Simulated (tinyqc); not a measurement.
Reverse leakage of an n+-p junction: diffusion, generation, trap-assisted and band-to-band tunnelling: one step of the calculation.

One-sided abrupt junction in the depletion approximation, x from the junction (0) to W on the p side, field F = F0 (1 - x/W). Flat quasi-Fermi levels, long p side. Traps generate through SRH with both lifetimes shortened by 1 + Gamma (Hurkx enhancement, form for moderate fields); band-to-band generation is local and needs a total bending above Eg.

Question. Field, scales and diffusion current. ni = sqrt(Nc Nv) exp(-Eg/(2 Vt)), Eg in volts; Vbi = Vt ln(Na Nd/ni^2); W = sqrt(2 eps0 eps_r (Vbi + VR)/(q Na)); F0 = 2 (Vbi + VR)/W; FG = sqrt(24 mt m0 (kB T)^3)/(q hbar); J_diff = q ni^2 sqrt(Dn/tau)(1 - exp(-VR/Vt))/Na.

Inputs (values chosen for the exercise); band and dielectric values close to those of silicon: temperature T = 358 K; band gap Eg = 1.13 eV; relative permittivity eps_r = 11.8; conduction-band density of states at T Nc = 3.66e19 cm^-3; valence-band density of states at T Nv = 3.42e19 cm^-3; acceptor density of the lighter side Na = 2.3e17 cm^-3; donor density of the heavier side Nd = 1e20 cm^-3; SRH lifetime of both carriers at zero field tau = 2e-8 s; tunnelling mass mt = 0.25 m0; electron diffusion coefficient on the lighter side Dn = 13 cm^2/s; reverse bias VR = 0.3 V.

Constants: q = 1.602176634e-19 C, kB = 1.380649e-23 J/K, hbar = 1.054571817e-34 J s, m0 = 9.1093837015e-31 kg, Vt = kB T/q, eps0 = 8.8541878128e-14 F/cm where lengths are in cm. Results are converted to the units shown.

Wanted: ni; Vbi; W; F0; FG; J_diff.

Answer.

ni = 3.935e11 cm^-3
Vbi = 1.007 V
W = 86.08 nm
F0 = 303.6 kV/cm
FG = 480.8 kV/cm
J_diff = 2.749e-9 A/cm^2

Range of the model: The n+ side is degenerate, so Vbi from Boltzmann statistics is only a guide.

Numbers from tinyqc (`OMP_NUM_THREADS=1 python tinyqc.py 2290123 2290124 out.jsonl`; about 0.01 s on one thread of a shared Intel Xeon 2.30GHz).
